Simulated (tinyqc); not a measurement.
Schottky diode by the thermionic emission-diffusion theory: two steps of the calculation.

Metal on an n-type semiconductor with one parabolic valley; V > 0 is forward bias (metal positive). The band bends as a parabola over the depletion layer, by Vd = Vbi - V; no image force. Carriers drift and diffuse up to the interface and leave it with the velocity vR.

Parameters, values chosen for the exercise; band and dielectric values close to those of gallium nitride: temperature T = 350 K; electron mass me = 0.197 m0; relative permittivity eps_r = 9.68; electron mobility mun = 50 cm^2/(V s); barrier height seen from the metal phi = 1.15 eV; donor density Nd = 8.6e15 cm^-3; bias V = 0.5 V.

Constants: q = 1.602176634e-19 C, kB = 1.380649e-23 J/K, h = 6.62607015e-34 J s, m0 = 9.1093837015e-31 kg, Vt = kB T/q, eps0 = 8.8541878128e-14 F/cm where lengths are in cm. Results are converted to the units shown.

Question 1. Emission velocity. A* = 4 pi q me m0 kB^2/h^3 (times 1e-4 for A/(cm^2 K^2)); Nc = 2 (2 pi me m0 kB T/h^2)^1.5 (times 1e-6 for cm^-3); Vbi = phi - Vt ln(Nc/Nd); vR = A* T^2/(q Nc).

Find: A*; Nc; Vbi; vR.

Answer 1.

A* = 23.67 A/(cm^2 K^2)
Nc = 2.765e18 cm^-3
Vbi = 0.9759 V
vR = 6.546e6 cm/s

vR equals sqrt(kB T/(2 pi me m0)).

Question 2. Diffusion velocity. LD = sqrt(eps0 eps_r Vt/(q Nd)), a = sqrt((Vbi - V)/Vt), D(a) = exp(-a^2) int_0^a exp(s^2) ds (Dawson), vD = mun Vt/(sqrt(2) LD D(a)). For large a, vD tends to mun times the surface field sqrt(2 q Nd (Vbi - V)/(eps0 eps_r)).

Vbi = 0.97588171 V

Give: LD; a; D(a); vD; mun times the surface field.

Answer 2.

LD = 43.314 nm
a = 3.9722
D(a) = 0.13032
vD = 1.8891e6 cm/s
mun times the surface field = 1.9558e6 cm/s

Numbers from tinyqc (`OMP_NUM_THREADS=1 python tinyqc.py 2640101 2640102 out.jsonl`; about 0.01 s on one thread of a shared Intel Xeon 2.30GHz).
